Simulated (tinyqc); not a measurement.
Strained Delta valleys, repopulation and conductivity mass: one step of the calculation.

A cubic crystal with three pairs of conduction valleys along x, y and z under uniaxial stress X along [110] (X > 0 is tension); current along [110]. Non-degenerate electrons, fixed total density, one relaxation time for all valleys and stresses, masses unchanged by strain, so the mobility goes as the mean inverse mass.

Task. Conductivity mass and mobility. Inverse mass along the current d = [110]: (n.d)^2/ml + (1 - (n.d)^2)/mt; mu/mu0 = sum f (1/m) over the plain mean of 1/m.

Parameters, values chosen for the exercise:
- ml = 0.909 m0 (longitudinal mass)
- mt = 0.192 m0 (transverse mass)

share f, valley x to z: 0.37894821  0.37894821  0.24210359

Find: 1/m along d; conductivity mass; unstrained value; mu/mu0.

Result.

1/m along d, valley x to z (1/m0): 3.154  3.154  5.208
conductivity mass = 0.2739 m0
unstrained value = 0.2605 m0
mu/mu0 = 0.9512

The possible range, all electrons in one kind of valley, is 0.822 to 1.36.

Range of the model: Shear strain also changes the transverse masses of these valleys, which is left out.

Program tinyqc, `OMP_NUM_THREADS=1 python tinyqc.py 2530087 2530088 out.jsonl`; Intel Xeon 2.30GHz, shared host, one thread, about 0.01 s.
